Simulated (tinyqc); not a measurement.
Double-gate transistor below threshold, two-dimensional Poisson equation on a small mesh: two steps of the calculation.

Half of a symmetric double-gate structure: row 0 is the mid-plane of the body, where the normal field vanishes. Mobile charge is neglected (subthreshold), the body is fully depleted, and potentials are counted from the intrinsic level; rows run upward to the gate, columns from source to drain.

Parameters, values chosen for the exercise: temperature T = 325 K; potential of the source Vbi = 0.54 V.

Constants: q = 1.602176634e-19 C, kB = 1.380649e-23 J/K, Vt = kB T/q. Results are converted to the units shown.

Task 1. Jacobi sweep. Free nodes: rows 0..3, columns 1..4, taken row by row from row 0, left to right. t = (up psi(above) + dn psi(below) + lat [psi(left) + psi(right)] + s)/(up + dn + 2 lat), with all neighbours from the previous sweep; psi(new) = t.

psi at the start (fixed values on the edges, free nodes at zero) (V):
```
,j=0,j=1,j=2,j=3,j=4,j=5
row 0,0.5400000,0.0000000,0.0000000,0.0000000,0.0000000,1.5400000
row 1,0.5400000,0.0000000,0.0000000,0.0000000,0.0000000,1.5400000
row 2,0.5400000,0.0000000,0.0000000,0.0000000,0.0000000,1.5400000
row 3,0.2400000,0.0000000,0.0000000,0.0000000,0.0000000,0.7400000
row 4,-0.0600000,-0.0600000,-0.0600000,-0.0600000,-0.0600000,-0.0600000
```

```
row,up,dn,lat,s (V)
0,31.784000,0,2.9525862,-0.066906736
1,31.784000,31.784000,5.9051724,-0.13381347
2,60.416667,31.784000,8.125,-0.066906736
3,60.416667,60.416667,10.344828,0
```

Find: psi after iteration 1.

Result 1.

psi after iteration 1 (V):
```
,j=0,j=1,j=2,j=3,j=4,j=5
row 0,0.540,0.041,-0.002,-0.002,0.119,1.540
row 1,0.540,0.041,-0.002,-0.002,0.119,1.540
row 2,0.540,0.040,-0.001,-0.001,0.115,1.540
row 3,0.240,-0.008,-0.026,-0.026,0.028,0.740
row 4,-0.060,-0.060,-0.060,-0.060,-0.060,-0.060
```

Task 2. Barrier, swing and barrier lowering. The barrier is read along row 0, the path farthest from the gate. Take the node j of lowest psi: barrier Vbi - psi_j; swing Vt ln 10/(d psi_j/dVg); DIBL = (d psi_j/dVd)/(d psi_j/dVg). The derivatives solve the same equations with s = 0 and a unit change of that voltage.

converged psi (V):
```
,j=0,j=1,j=2,j=3,j=4,j=5
row 0,0.5400000,0.2041868,0.1032901,0.2022411,0.6010769,1.5400000
row 1,0.5400000,0.1844692,0.0868302,0.1764882,0.5530104,1.5400000
row 2,0.5400000,0.1210477,0.0397824,0.1016487,0.3957347,1.5400000
row 3,0.2400000,0.0433773,-0.0031098,0.0321550,0.1997681,0.7400000
row 4,-0.0600000,-0.0600000,-0.0600000,-0.0600000,-0.0600000,-0.0600000
```

d psi/dVg on row 0: j=0 0.00000000, j=1 0.56926004, j=2 0.79335201, j=3 0.79335201, j=4 0.56926004, j=5 0.00000000
d psi/dVd on row 0: j=0 0.0000000, j=1 0.0169249, j=2 0.0538485, j=3 0.1527995, j=4 0.4138151, j=5 1.0000000

Give: j; barrier; swing; DIBL.

Result 2.

j = 2
barrier = 0.43671 V
swing = 81.284 mV/decade
DIBL = 67.875 mV/V

Program tinyqc, `OMP_NUM_THREADS=1 python tinyqc.py 2480006 2480007 out.jsonl`; Intel Xeon 2.30GHz, shared host, one thread, about 0.1 s.
